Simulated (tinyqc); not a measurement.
Domain walls in a thin film with perpendicular anisotropy: Bloch, Neel and chiral walls, motion and stripe domains: one step, computed by the program tinyqc.

One-dimensional wall: polar angle theta(x), azimuth phi of the moment in the wall (phi = 0 Neel, 90 degrees Bloch). mu_0 = 1.25663706212e-6 T m/A, gamma = 1.76085963023e11 rad/(s T).

Question. Stripe domains. Dipolar length l = sigma/(mu_0 M_s^2); for t much smaller than the period the domain width is w = 0.955 t exp(pi l/t) (Kaplan and Gehring), given as log10 of w in nm.

Inputs (values chosen for the exercise, for a model film): saturation magnetisation M_s = 1230 kA/m; thickness t = 2.2 nm.

wall energy sigma = 9.177379 mJ/m^2

Give: dipolar length l; log10 of the domain width in nm.

Answer.

dipolar length l = 4.827 nm

log10 of the domain width in nm = 3.316

Equilibrium domains are about 2100 nm wide.
